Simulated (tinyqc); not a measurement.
# Gap and screening length from two transmissions

Problem. At the source junction of a tunnel FET, T(w) = exp(-S), S = 2 pi lam sqrt(m/(C Eg)) [w + Eg/2 - sqrt(w (w + Eg))], C = hbar^2/(2 m0). Find Eg (between 0.1 and 3 eV) and lam.

Inputs (values chosen for the exercise):
- m = 0.04 m0 (band-edge mass of the two-band model)

Constants: q = 1.602176634e-19 C, hbar = 1.054571817e-34 J s, m0 = 9.1093837015e-31 kg, hbar^2/(2 m0) = 0.0380998212 eV nm^2. Results are converted to the units shown.

T(w) at w = 0.06 and 0.39 eV: 0.0042996510  0.084556808

Answer. The ratio of the two exponents depends on Eg alone and falls steadily with it, which fixes Eg; either exponent then gives lam.

ratio of the two S = 2.206
Eg = 0.7270 eV
lam = 3.500 nm

Program tinyqc, `OMP_NUM_THREADS=1 python tinyqc.py 2620136 2620137 out.jsonl`; Intel Xeon 2.30GHz, shared host, one thread, about 0.01 s.
